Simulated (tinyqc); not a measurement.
Changing the wafer radius R: thermal and gravitational stress in a wafer during furnace and rapid thermal processing, and the onset of slip. Computed by tinyqc, a small Python program. Command: `OMP_NUM_THREADS=1 python tinyqc.py 3007362 3007363 out.jsonl slip sweep`. One thread of a shared host (Intel(R) Xeon(R) Processor @ 2.30GHz), about 0.01 s of CPU time with the checks.

A thin free disc in plane stress, isotropic; T(r) = T_centre + dT (r/R)^n. Stress is positive in tension; sigma_SB = 5.670374419e-8 W/(m^2 K^4), g = 9.80665 m/s^2.

Inputs (values chosen for the exercise, modelled on silicon): thickness t = 725 micrometre; Young's modulus E = 146 GPa; Poisson ratio nu = 0.27; expansion alpha = 4.39 1e-6/K; temperature T = 1225 K; prefactor A of the critical stress = 0.00024 MPa; energy U of the critical stress = 1.01 eV; density rho = 2330 kg/m^3; heat capacity c = 958 J/(kg K); conductivity k = 25.2 W/(m K); wafer spacing s = 8.2 mm; ramp rate = 3.2 K/min; radius of the support ring over R = 0.59.

Constants: k_B = 8.617333262e-05 eV/K.

Method:
- Critical resolved stress tau_c = A exp(U/(k_B T)), a form chosen for the exercise; slip when 0.492799 |s_tt(R)| > tau_c; allowed |dT| = tau_c (n + 2)/(0.492799 n alpha E).
- In a stack heated from the rim, heat flows inward by conduction and by radiation between wafers: k_eff = k + (16/3) sigma_SB T^3 s^2/t (a diffusion estimate with the spacing as path length). A steady ramp gives the parabolic lag dT = rho c (ramp) R^2/(4 k_eff); the allowed ramp uses n = 2.
- Own weight q = rho g t on a ring of radius b R, x = r/R: moments of an edge-supported plate, M_r = q R^2 (3 + nu)(1 - x^2)/16 and M_t = q R^2 [(3 + nu) - (1 + 3 nu) x^2]/16, less the uniform moment inside the ring load, q R^2 [(1 - nu)(1 - b^2) - 2 (1 + nu) ln b]/8; stress at the lower face = 6 M/t^2.

One run for each value:
```
wafer radius R (mm)  allowed ramp rate (K/min)  lag of the centre (K)  stress at the centre (MPa)
50.0                                    71.727                  0.969                    -0.01070
62.5                                    45.905                  1.515                    -0.01672
75.0                                    31.879                  2.181                    -0.02408
100.0                                   17.932                  3.877                    -0.04280
150.0                                    7.970                  8.724                    -0.09630
225.0                                    3.542                 19.629                    -0.21668
```

Describe and explain the trends.

Over the rows, allowed ramp rate (K/min) falls from 71.7 to 3.54 (exponent d ln y / d ln x about -2.0 throughout); lag of the centre (K) rises from 0.969 to 19.6 (exponent d ln y / d ln x about 2.0 throughout); stress at the centre (MPa) falls from -0.0107 to -0.217. The exponent of allowed ramp rate stays at -2: diffusion over the radius. The exponent of lag of the centre stays at 2: diffusion over the radius. The thickness is held fixed; lag and sag stress both grow as R^2, which is why larger wafers are thicker and ramped more slowly or heated singly.
